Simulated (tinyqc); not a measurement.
# Straight dislocations in isotropic elasticity: fields, energies, partials, Peierls stress and walls, step by step

A worked calculation. Computed by tinyqc, a small Python program that keeps every step. Command: `OMP_NUM_THREADS=1 python tinyqc.py 3001568 3001569 out.jsonl disloc walk`. One thread of a shared host (Intel(R) Xeon(R) Processor @ 2.30GHz), about 0.01 s of CPU time with the checks. Intermediate numbers are printed to about 6 digits and carried at full precision; extremes and crossings named in words are read from the listed rows.

The line runs along z, the glide plane is y = 0, and beta is the angle between b and the line (0 screw, 90 degrees edge): b_e = b sin(beta) along +x with the extra half plane at y > 0, b_s = b cos(beta). Stress is positive in tension.

Inputs (values chosen for the exercise, modelled on germanium): shear modulus G = 56.2 GPa; Poisson ratio nu = 0.203; Burgers vector b = 4 angstrom; stacking-fault energy gamma = 58.1 mJ/m^2; dislocation density rho = 6.6e+13 1/m^2; core radius r0/b = 0.5; misfit volume of a solute dV = 5.4 angstrom^3; temperature T = 700 K; unstable fault energy gamma_us = 1600 mJ/m^2; tilt angle theta = 9.9 degrees; source length l = 23 nm.

Character: 30-degree.

field point (x, y) (nm): [1.1, 4]

Constants: 1 eV/angstrom^3 = 160.2176634 GPa; k_B = 8.617333262e-05 eV/K.

## Line energy and line tension

Energy factor K = G [cos^2(beta) + sin^2(beta)/(1 - nu)]. E = K b^2/(4 pi) ln(R/r0) with R = 1/(2 sqrt(rho)); tension T = E + d^2E/d(beta)^2 = G b^2 [1 + nu - 3 nu sin^2(beta)]/(4 pi (1 - nu)) ln(R/r0). The core energy is taken into r0.

energy factor K = 59.7786 GPa

ln(R/r0) = 5.72922

line energy E = 27.2170 eV/nm

line tension T = 33.7344 eV/nm

stored energy rho E = 287.803 kJ/m^3

T/E = 1.24: bowing turns parts of the line towards the costlier edge character, so it is stiff.

## Stress at a point

With D = G b_e/(2 pi (1 - nu)), S = G b_s/(2 pi), r^2 = x^2 + y^2: s_xx = -D y (3x^2 + y^2)/r^4, s_yy = D y (x^2 - y^2)/r^4, s_xy = D x (x^2 - y^2)/r^4, s_zz = nu (s_xx + s_yy), s_xz = -S y/r^2, s_yz = S x/r^2. Pressure p = -trace/3.

stress (MPa), rows x, y, z:
$$\begin{pmatrix}
-595.041 & -123.290 & -720.155 \\
-123.290 & -448.327 & 198.043 \\
-720.155 & 198.043 & -211.804
\end{pmatrix}$$

pressure p = 418.390 MPa

The point lies above the glide plane, on the compressed side.

## Force on a second, equal dislocation at that point; binding of a solute

Peach-Koehler force per length on a parallel dislocation with the same b: in the glide plane F_x = s_xy b_e + s_yz b_s, normal to it F_y = -(s_xx b_e + s_xz b_s), which drives climb of the edge part or cross-slip of a screw. A solute with misfit volume dV has the energy p dV, and its dilute concentration is scaled by exp(-p dV/(k_B T)).

glide force F_x = 43.9460 mN/m

normal force F_y = 368.477 mN/m

solute energy = 14.1015 meV

concentration ratio = 0.791542

Along x the second dislocation is repelled. The oversized solute is depleted here.

## Splitting into partials

Shockley partials have b_p = b/sqrt(3) at the angles beta -/+ 30 degrees; their repulsion balances the fault at d = G b_p^2/(8 pi gamma) (2 - nu)/(1 - nu) [1 - 2 nu cos(2 beta)/(2 - nu)].

partial Burgers vector b_p = 2.30940 angstrom

splitting width d = 4.10534 nm

d/b = 10.2633

Widely split: cross-slip and climb need a constriction first.

## Peierls-Nabarro core of the undissociated dislocation

Misfit energy gamma(u) = (gamma_us/2)(1 - cos(2 pi u/b)), so the largest restoring stress is tau_max = pi gamma_us/b; u(x) = b/2 + (b/pi) arctan(x/zeta), zeta = K b/(4 pi tau_max). Summing the misfit energy over atomic rows a' apart gives, for a wide core, W_P = (K b^2/pi) exp(-2 pi zeta/a') and sigma_P = (K b/a') exp(-2 pi zeta/a'); a' = b/2 for edge and 30-degree lines, b sqrt(3)/2 for screw and 60-degree lines.

tau_max = 12.5664 GPa

half width zeta = 1.51421 angstrom

row spacing a' = 2 angstrom

Peierls barrier W_P = 163.250 meV/nm

Peierls stress sigma_P = 1027.13 MPa

zeta/a' = 0.76 and sigma_P/G = 0.018: the stress falls by a factor e for each a'/(2 pi) of half width. Caution: in covalent crystals lines are dissociated and reconstructed and move by kinks, so this sinusoidal model gives only the trend.

## Strength from dislocations

Frank-Read source, averaged over the loop: tau = G b/(2 pi l) [(1 - nu/2)/(1 - nu)] ln(l/r0). Taylor hardening: tau = 0.3 G b sqrt(rho).

Frank-Read stress = 832.105 MPa

Taylor stress = 54.7885 MPa

Of the source, forest and Peierls stresses the largest here is the Peierls stress. Caution: in covalent crystals the flow stress is largely set by thermally activated glide over the Peierls barrier, which the source and Taylor stresses leave out.

## Low-angle tilt boundary

A symmetric tilt wall of edge dislocations has the spacing h = b/(2 sin(theta/2)); Read-Shockley: gamma_b = E0 theta (A - ln theta), E0 = G b/(4 pi (1 - nu)), A = 1 + ln(b/(2 pi r0)), theta in radians.

spacing h = 2.31786 nm

boundary energy = 624.778 mJ/m^2

angle of the maximum, exp(A - 1) = 18.2378 degrees

## Character of the line

E = K b^2/(4 pi) ln(R/r0); T = G b^2 [1 + nu - 3 nu sin^2(beta)]/(4 pi (1 - nu)) ln(R/r0).

From screw to edge:
```
beta (degrees)  K (GPa)  E (eV/nm)  T (eV/nm)   d (nm)
0               56.2000    25.5877    38.6224  3.58251
15              57.1589    26.0243    37.3126  3.72260
30              59.7786    27.2170    33.7344  4.10534
45              63.3572    28.8464    28.8464  4.62816
60              66.9358    30.4757    23.9584  5.15099
75              69.5555    31.6685    20.3801  5.53373
90              70.5144    32.1050    19.0704  5.67382
```

The edge costs 1/(1 - nu) = 1.255 times the screw in energy, yet its tension is only (1 - 2 nu)/(1 + nu) = 0.494 of the screw value, so loops under stress are elongated along b. The edge splits 1.58 times as widely, (2 + nu)/(2 - 3 nu), since there the larger, edge parts of the partials repel with the factor 1/(1 - nu) and the small screw parts attract, while in the screw the roles are exchanged.

Checks made by the program: zero divergence of the stress field, by differences and relative to the size of its gradient (relative difference below 1e-10); splitting against the force between the two partials (relative difference below 1e-10).
